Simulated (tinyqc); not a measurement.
From results back to parameters: Koster-Slater impurity in an sp3s* host.

Problem. In the Koster-Slater model a defect shifts the s level of its site by Vs and the p levels by Vp; an A1 level solves 1/Vs = G_s(E) and a T2 level 1/Vp = G_p(E), E from the top of the valence band. A defect has an A1 level at E = 0.6503 eV, one of the energies of the table, and a T2 level at 0.0929 eV.

G(E) of the host (1/eV):
```
E (eV)         G_s         G_p
0.0000  -0.1455286   0.0126413
0.0929  -0.1670774  -0.0110243
0.1858  -0.1929005  -0.0335110
0.2787  -0.2246511  -0.0566865
0.3716  -0.2650027  -0.0822379
0.4645  -0.3186429  -0.1124064
0.5574  -0.3948034  -0.1511281
0.6503  -0.5153657  -0.2073558
0.7433  -0.7549137  -0.3116333
```

Find: Vs, Vp.

Solution. Read G_s and G_p at the two energies and invert them. Vs is attractive and pulls its level down from the conduction bands. Vp is attractive and pulls its level down from the conduction bands.

Vs, Vp (eV): -1.9  -90.7

tinyqc: `OMP_NUM_THREADS=1 python tinyqc.py 1481899 1481900 out.jsonl`; about 0.02 s, one thread, shared Intel(R) Xeon(R) Processor @ 2.30GHz.
